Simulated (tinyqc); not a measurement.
Minority-electron transport through the base of a bipolar transistor (Moll-Ross and Kroemer integrals): one step, computed by the program tinyqc. Command: `OMP_NUM_THREADS=1 python tinyqc.py 3025809 3025810 out.jsonl base walk`. One thread of a shared host (Intel(R) Xeon(R) Processor @ 2.30GHz), about 0.01 s of CPU time with the checks.

Low injection, one dimension, x from the emitter edge (0) to the collector edge (W), s = x/W. Recombination is treated as a small correction (valid for tau_B well below tau_n), computed from the stored charge.

Task: Gain and speed. Emitter-limited gain beta_E = G_E/G_B; recombination-limited gain beta_R = tau_n/tau_B; 1/beta = 1/beta_E + 1/beta_R; f_T from the base alone = 1/(2 pi tau_B).

Inputs (values chosen for the exercise, modelled on GaAs):
```
quantity                     value      unit
saturation velocity v_s          1  1e7 cm/s
electron lifetime tau_n        2.9        ns
emitter Gummel number G_E  1.5e+13    s/cm^4
temperature T                  300         K
```

Base doping profile: exponential. Gap grading: none. Exit of the base: saturation velocity.

base Gummel number G_B = 3.539715e+11 s/cm^4

base transit time tau_B = 0.1040119 ps

Give: beta_E; beta_R; current gain beta; f_T from the base alone.

Result:

beta_E = 42.376

beta_R = 27881

current gain beta = 42.312

f_T from the base alone = 1530.2 GHz

The gain is limited mainly by hole injection into the emitter (100 % of the base current). Caution: the mean velocity exceeds v_s, so drift-diffusion with a low-field mobility overstates the speed.
